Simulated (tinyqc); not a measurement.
CMOS inverter, nodal equation and switching: two steps of the calculation.

An n-channel pull-down (bn, VTn) and a p-channel pull-up (bp, VTp) share the input Vin and the output node Vout, which carries the load C. Transistor (EKV form, voltages against the body): I = 2 n b Vt^2 [F(vp - Vs) - F(vp - Vd)] from drain to source, F(v) = ln^2(1 + exp(v/(2 Vt))), vp = (Vg - VT + sg |Vd - Vs|)/n. n-channel bodies are at 0; for the p-channel device all voltages are counted down from Vdd. b in uA/V^2 gives I in uA. Static: In = Ip. Transient: C dVout/dt = Ip - In. No velocity saturation, no gate capacitance beyond C.

Values chosen for this exercise:
```
symbol  value    unit                                  meaning
T         400       K                              temperature
Vdd         1       V                           supply voltage
n         1.3                                     slope factor
sg      0.044                   drain-induced barrier lowering
VTn      0.29       V                      n-channel threshold
VTp      0.28       V          p-channel threshold (magnitude)
bn        160  uA/V^2  gain factor of the pull-down transistor
bp         80  uA/V^2    gain factor of the pull-up transistor
C        0.41      fF                         load capacitance
Vin      0.32       V                            input voltage
dt          2      ps                                time step
```

Constants: q = 1.602176634e-19 C, kB = 1.380649e-23 J/K, Vt = kB T/q. Results are converted to the units shown.

Question 1. Output voltage by Newton steps. f = In - Ip at (Vin, Vout); G = df/dVout by a central difference with +/- 1e-6 V; Vout(new) = Vout - f/G.

Vout after iteration 1 = 3.8386214 V

Find: In; Ip; G; Vout after iteration 2.

Answer 1.

In = 2.6661 uA
Ip = -538.20 uA
G = 348.22 uS
Vout after iteration 2 = 2.2854 V

The value that enters this step is an overshoot, farther from the solution than the start was, so its intermediate quantities are not physical.

Question 2. One time step of the falling output. The input steps to Vdd at t = 0; I = In - Ip. Trapezoidal rule: V(new) = V - (dt/C)[I(V) + I(V(new))]/2, solved for V(new); 1 ps uA/fF = 1 mV.

Vout after step 1 = 0.83100591 V

Give: I(V); I(V(new)); Vout after step 2.

Answer 2.

I(V) = 34.30 uA
I(V(new)) = 33.61 uA
Vout after step 2 = 0.6654 V

Program tinyqc, `OMP_NUM_THREADS=1 python tinyqc.py 2340004 2340005 out.jsonl`; Intel Xeon 2.30GHz, shared host, one thread, about 0.03 s.
